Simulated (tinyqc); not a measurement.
Inside a calculation. Method: sp3 tight binding, zinc-blende lattice. One step of it, computed by the program tinyqc.

Task: Levels at k. Diagonalise the Hermitian matrix.

H(k) at k (eV):
```
                      a s                a px                 a py                 a pz
a s            -11.790000            0.000000             0.000000             0.000000
a px             0.000000           -7.600000             0.000000             0.000000
a py             0.000000            0.000000            -7.600000             0.000000
a pz             0.000000            0.000000             0.000000            -7.600000
c s   -1.158117-1.352165i  0.496665+1.216260i  -2.584683-0.233713i  -0.395187-1.528577i
c px  -0.496665-1.216260i  0.280756+0.327797i   0.457929+1.771264i   2.995044+0.270818i
c py   2.584683+0.233713i  0.457929+1.771264i   0.280756+0.327797i  -0.575519-1.409361i
c pz   0.395187+1.528577i  2.995044+0.270818i  -0.575519-1.409361i   0.280756+0.327797i

                      c s                 c px                 c py                 c pz
a s   -1.158117+1.352165i  -0.496665+1.216260i   2.584683-0.233713i   0.395187-1.528577i
a px   0.496665-1.216260i   0.280756-0.327797i   0.457929-1.771264i   2.995044-0.270818i
a py  -2.584683+0.233713i   0.457929-1.771264i   0.280756-0.327797i  -0.575519+1.409361i
a pz  -0.395187+1.528577i   2.995044-0.270818i  -0.575519+1.409361i   0.280756-0.327797i
c s            -11.790000             0.000000             0.000000             0.000000
c px             0.000000            -7.600000             0.000000             0.000000
c py             0.000000             0.000000            -7.600000             0.000000
c pz             0.000000             0.000000             0.000000            -7.600000
```

Give: eigenvalues; weights |c|^2 of the basis functions.

Result:

eigenvalues (eV): -14.833  -13.066  -11.402  -10.949  -6.218  -5.103  -4.248  -3.360

weights |c|^2 of the basis functions:
```
      band 1  band 2  band 3  band 4  band 5  band 6  band 7  band 8
a s    0.436   0.245   0.045   0.000   0.207   0.058   0.000   0.009
a px   0.010   0.074   0.125   0.268   0.023   0.036   0.272   0.192
a py   0.041   0.100   0.196   0.005   0.219   0.317   0.005   0.117
a pz   0.013   0.081   0.134   0.227   0.051   0.089   0.222   0.182
c s    0.436   0.245   0.045   0.000   0.207   0.058   0.000   0.009
c px   0.010   0.074   0.125   0.268   0.023   0.036   0.272   0.192
c py   0.041   0.100   0.196   0.005   0.219   0.317   0.005   0.117
c pz   0.013   0.081   0.134   0.227   0.051   0.089   0.222   0.182
```
